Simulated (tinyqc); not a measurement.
MOS capacitor on an n-type substrate, surface potential from the exact charge relation: one step of the calculation.

Uniform n-type substrate, Boltzmann statistics, full ionisation, classical densities. psi is the surface potential against the body (positive when the bands bend down) and u = -psi/Vt. Traps are spread evenly over the gap and neutral at flat band, so their charge is -q Dit psi; the minority quasi-Fermi level is shifted by Vb.

Task. Newton step for the surface potential. u = -psi/Vt; F^2 = exp(-u) + u - 1 + r (exp(u) - u - 1); Qs = +sign(u) Q0 F; Cs = -dQs/dpsi = (Q0/Vt) |1 - exp(-u) + r (exp(u) - 1)|/(2 F). f = Vfb + psi + (q Dit psi - Qs)/Cox - Vg, f' = 1 + (Cs + q Dit)/Cox, psi(new) = psi - f/f'.

Inputs (values chosen for the exercise); band and dielectric values those of a made-up semiconductor: temperature T = 300 K; density of interface traps Dit = 0 cm^-2 eV^-1; gate voltage against the body Vg = 0.67 V.

Constants: q = 1.602176634e-19 C, kB = 1.380649e-23 J/K, Vt = kB T/q. Results are converted to the units shown.

psi after iteration 2 = 0.49928684 V
Cox = 1.7254315 uF/cm^2
Vfb = -0.072113909 V
Q0 = 29.926055 nC/cm^2
r = 1.2485710e-64

Give: u; F; Qs; Cs; f; f'; psi after iteration 3.

Result.

u = -19.31
F = 1.563e4
Qs = -4.676e5 nC/cm^2
Cs = 9044 uF/cm^2
f = 270.8 V
f' = 5242
psi after iteration 3 = 0.4476 V

This iterate lies far beyond the solution, so its charge is not a physical one.

Program tinyqc, `OMP_NUM_THREADS=1 python tinyqc.py 2060031 2060032 out.jsonl`; Intel Xeon 2.30GHz, shared host, one thread, about 0.01 s.
